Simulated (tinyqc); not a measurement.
# Ellipsometry and reflectance of a transparent film on an absorbing substrate: effects of single changes

Air (index 1), film, substrate with N2 = n2 - i k2; time factor exp(+i w t). q_j = sqrt(N_j^2 - sin^2 th), root with positive real part. Fresnel coefficients r_s = (q_a - q_b)/(q_a + q_b), r_p = (N_b^2 q_a - N_a^2 q_b)/(N_b^2 q_a + N_a^2 q_b). tan(Psi) exp(i Delta) = R_p/R_s, Delta taken from 0 to 360 degrees.

Inputs (values chosen for the exercise); indices close to those of silicon dioxide on silicon: wavelength lam = 632.8 nm; angle of incidence th = 60 degrees; index of the transparent film n1 = 1.449; film thickness d = 96 nm; index of the substrate n2 = 3.882; extinction coefficient of the substrate k2 = 0.019.

Each table varies one quantity; the others keep the values above.

## Psi and Delta against the film thickness

beta = 2 pi d q1/lam, X = exp(-2 i beta), R = (r01 + r12 X)/(1 + r01 r12 X) for p and s. The last column is the derivative of Delta.

Results:
```
d (nm)	Psi (degrees)	Delta (degrees)	|R_p|^2	|R_s|^2	dDelta/dd (degrees/nm)
0	23.38	179.7	0.1098	0.5877	-1.029
2	23.38	177.7	0.1099	0.5875	-1.028
4	23.40	175.6	0.1100	0.5871	-1.026
6	23.43	173.6	0.1102	0.5865	-1.024
8	23.48	171.5	0.1104	0.5856	-1.020
10	23.53	169.5	0.1108	0.5844	-1.015
12	23.59	167.5	0.1112	0.5830	-1.009
16	23.76	163.5	0.1122	0.5793	-0.9939
```

Estimate the missing row, d = 14 nm.

Computed row:
```
d (nm)	Psi (degrees)	Delta (degrees)	|R_p|^2	|R_s|^2	dDelta/dd (degrees/nm)
14	23.67	165.4	0.1117	0.5813	-1.002
```

With this row back in the table: Delta falls from 179.72 to 163.45 degrees while Psi moves from 23.38 to 23.76: Delta changes 42.9 times as much as Psi. With the slope of the first row an error of 0.01 degree in Delta means 0.0097 nm.

## Effect of the angle of incidence

Same model as above.

dDelta/dd is the derivative of Delta; period lam/(2 q1).

Effect of the angle of incidence:
```
th (degrees)	Psi (degrees)	Delta (degrees)	|R_p|^2	|R_s|^2	dDelta/dd (degrees/nm)	period (nm)
50	42.13	141.1	0.1378	0.1685	0.1685	257.2
55	40.97	129.0	0.1479	0.1961	0.1025	264.7
60	39.82	114.9	0.1629	0.2342	0.04219	272.4
65	38.95	98.51	0.1872	0.2866	0.004091	279.9
70	38.64	80.30	0.2289	0.3582	-0.005104	286.9
75	39.12	60.77	0.3015	0.4558	0.005291	292.9
80	40.48	40.59	0.4280	0.5878	0.01610	297.7
85	42.54	20.27	0.6441	0.7649	0.01392	300.7
```

Read the table: what changes, and by how much?

Psi goes from 42.1 through a minimum of 38.6 (at th = 70 among the rows listed) to 42.5 degrees and |R_p|^2 rises from 0.138 to 0.644. The slope of Delta is largest in size, 0.169 degrees/nm, at th = 50 among the rows. The bare substrate has its smallest |R_p| near arctan(n2) = 75.6 degrees.

tinyqc, about 0.4 s, one thread, Intel Xeon 2.30GHz (shared host): `OMP_NUM_THREADS=1 python tinyqc.py 2870143 2870144 out.jsonl`
